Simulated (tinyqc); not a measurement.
# Rectangular fin or nanosheet with a gate all round, subbands and threshold shift from confinement: effects of single changes

Undoped body with a flat potential across it, hard walls, transport along x. One isotropic valley (g = 1, mx = my = mz = me). Non-parabolicity enters the subband edges through E (1 + al E) = gamma, so E = 2 gamma/(1 + sqrt(1 + 4 al gamma)); motion within a subband is taken as parabolic with the band-edge mass. Energies are counted from the bulk band edge.

Parameters, values chosen for the exercise; masses close to those of InAs:
- T = 300 K (temperature)
- me = 0.0233 m0 (mass at the band edge)
- al = 2.7 1/eV (non-parabolicity)
- t = 8.4 nm (width (along y))
- dl = 0 nm (widening of the box by penetration into the insulator)
- Cg = 2.4 uF/cm^2 (gate capacitance per area of interface)
- H = 12.6 nm (height (along z))

Constants: q = 1.602176634e-19 C, kB = 1.380649e-23 J/K, hbar = 1.054571817e-34 J s, m0 = 9.1093837015e-31 kg, Vt = kB T/q, hbar^2/(2 m0) = 0.0380998212 eV nm^2. Results are converted to the units shown.

Each table varies one quantity; the others keep the values above.

## Confinement against the height

gamma = C pi^2 [a^2/(my (t + dl)^2) + b^2/(mz (H + dl)^2)], C = hbar^2/(2 m0). Each subband has N_k = g sqrt(2 mx m0 kB T/(pi hbar^2)); without degeneracy n = exp(EF/Vt) sum N_k exp(-E_k/Vt). Classical value Nc times t H, Nc = sum over valleys of 2 g (m m0 kB T/(2 pi hbar^2))^1.5 with m = (mx my mz)^(1/3). Threshold shift dVT = Vt ln(classical value/sum N_k exp(-E_k/Vt)). With degeneracy n = sum N_k F((EF - E_k)/Vt), F(x) = (1/sqrt(pi)) int_0^infinity u^(-1/2) du/(1 + exp(u - x)); gate: Vg = EF + q n/(Cg P), P = 2 (t + H), summed over the 60 lowest subbands at most, with Vg counted from the value that would put EF at the bulk band edge of an empty body. The last two columns are for Vg = 0.6 V; sensitivity d(dVT)/dH by central differences between 0.99 and 1.01 times the value.

Confinement against the height:

| H (nm) | E_1 (meV) | gap to the next edge (meV) | dVT (mV) | sensitivity (mV/nm) | n/P (cm^-2) | share of the lowest subband (%) |
|---|---|---|---|---|---|---|
| 5 | 413.2 | 184.0 | 337.2 | -74.73 | 7.208e11 | 94.33 |
| 6.8 | 313.1 | 210.5 | 245.0 | -34.35 | 9.645e11 | 79.62 |
| 9.1 | 252.1 | 201.3 | 191.5 | -15.31 | 1.284e12 | 56.47 |
| 12 | 215.5 | 133.2 | 161.9 | -6.580 | 1.456e12 | 44.76 |
| 16 | 192.1 | 83.57 | 145.2 | -2.596 | 1.652e12 | 33.57 |
| 22 | 177.2 | 47.94 | 135.5 | -0.9877 | 1.826e12 | 24.51 |
| 30 | 169.3 | 27.07 | 130.3 | -0.4343 | 1.958e12 | 18.08 |
| 40 | 165.2 | 15.65 | 127.2 | -0.2170 | 2.055e12 | 13.61 |

As H grows from 5 to 40 nm, E_1 falls from 413 to 165 meV and dVT falls from 337 to 127 mV. E_1 goes as H^(-0.90) at the thin end; an error of 0.2 nm moves the threshold by 15 mV in the first row and 0.043 mV in the last. The charge per interface area rises from 7.21e11 to 2.05e12 cm^-2. For H = 22, 30, 40 the charge in the last two columns would bend the potential across the body noticeably, which is left out.

## Charge and subband filling against gate voltage

Same model as above.

Each subband has N_k = g sqrt(2 mx m0 kB T/(pi hbar^2)). Cq = q dn/dEF.

Charge and subband filling against gate voltage:

| Vg (V) | EF - E_1 (eV) | n (cm^-1) | n/P (cm^-2) | share of the lowest subband (%) | Cq/(Cg P) | total C/(Cg P) |
|---|---|---|---|---|---|---|
| 0.06 | -0.1506 | 2104 | 5.009e8 | 99.15 | 0.001291 | 0.001289 |
| 0.18 | -0.03326 | 1.663e5 | 3.961e10 | 99.00 | 0.08650 | 0.07961 |
| 0.31 | 0.07690 | 1.415e6 | 3.369e11 | 92.47 | 0.2164 | 0.1779 |
| 0.43 | 0.1706 | 3.070e6 | 7.309e11 | 66.26 | 0.3152 | 0.2397 |
| 0.56 | 0.2641 | 5.363e6 | 1.277e12 | 47.51 | 0.5412 | 0.3512 |
| 0.69 | 0.3437 | 8.537e6 | 2.033e12 | 34.11 | 0.6669 | 0.4001 |
| 0.81 | 0.4167 | 1.150e7 | 2.737e12 | 27.91 | 0.6718 | 0.4018 |
| 0.94 | 0.4888 | 1.514e7 | 3.604e12 | 22.97 | 0.8993 | 0.4735 |
| 1.06 | 0.5505 | 1.880e7 | 4.477e12 | 19.62 | 1.007 | 0.5017 |

What does the table show?

EF passes E_1 = 0.211 eV at Vg = 0.218 V. The share of the lowest subband falls from 99.2 to 19.6 % and the total capacitance rises from 0.00129 to 0.502 of Cg P. In the last row 51 % of an added gate voltage goes into raising EF (from the last two rows). For Vg = 0.69, 0.81, 0.94, 1.06 the charge would bend the potential across the body noticeably, which is left out.

Range of the model: Non-parabolicity also makes carriers heavier within each subband, which is left out, so densities of states are understated at high energy.

Numbers from tinyqc (`OMP_NUM_THREADS=1 python tinyqc.py 2350022 2350023 out.jsonl`; about 0.08 s on one thread of a shared Intel Xeon 2.30GHz).
